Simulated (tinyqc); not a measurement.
Worked calculation: lattice vibrations of a chain. One step of it, computed by the program tinyqc.

Problem. Dynamical matrix at q = 0.44. q is in units of 2 pi/a. A spring k from atom i to atom j, n cells on, adds k to Phi_ii and Phi_jj, -k exp(2 pi i q n) to Phi_ij and the conjugate to Phi_ji (for one atom a cell: 2k (1 - cos 2 pi q n)); D_ij = Phi_ij / sqrt(m_i m_j).

A chain moving along its axis:
```
atom                 mass (u)  spring to the next atom (eV/angstrom^2)
1                  116.300000                                22.700000
2                   66.800000                                10.500000
second neighbours           -                                 0.900000
```

Give: D(q).

Solution.

D(q) (eV/(angstrom^2 u)):
$$\begin{pmatrix}
0.3153 & -0.1468+0.0439i \\
-0.1468-0.0439i & 0.5490
\end{pmatrix}$$
